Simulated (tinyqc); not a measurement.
Carrier lifetime from Shockley-Read-Hall, radiative, Auger and surface recombination: one step, computed by the program tinyqc.

Energies are counted from the top of the valence band. Boltzmann statistics, full ionisation, and equal excess densities of electrons and holes.

Question. Capture times and SRH densities. v = sqrt(3 k_B T/m) with m_e or m_h; tau_n0 = 1/(sigma_n v_n N_t), tau_p0 = 1/(sigma_p v_p N_t); n1 = N_c exp(-(E_g - E_t)/k_B T), p1 = N_v exp(-E_t/k_B T).

Inputs (values chosen for the exercise, for a model semiconductor):

| quantity | value | unit |
|---|---|---|
| gap E_g | 0.647 | eV |
| electron mass m_e | 0.0297 | m_0 |
| hole mass m_h | 0.303 | m_0 |
| temperature T | 250 | K |
| doping N | 4.9e+14 | cm^-3 |
| trap level E_t | 0.306 | eV |
| trap density N_t | 1.5e+14 | cm^-3 |
| electron cross-section sigma_n | 2.2e-17 | cm^2 |
| hole cross-section sigma_p | 8.4e-17 | cm^2 |

Doping: p-type. Surface term: none.

N_c = 9.770906e+16 cm^-3

N_v = 3.183934e+18 cm^-3

Constants: k_B = 1.380649e-23 J/K; m_0 = 9.1093837015e-31 kg; k_B = 8.617333262e-05 eV/K.

Give: v_n; v_p; tau_n0; tau_p0; n1; p1.

Answer.

v_n = 6.187e+07 cm/s

v_p = 1.937e+07 cm/s

tau_n0 = 4.898e-06 s

tau_p0 = 4.098e-06 s

n1 = 1.305e+10 cm^-3

p1 = 2.159e+12 cm^-3

Caution: the trap density is not small against the doping, so trapped charge breaks the equality of the excess densities.
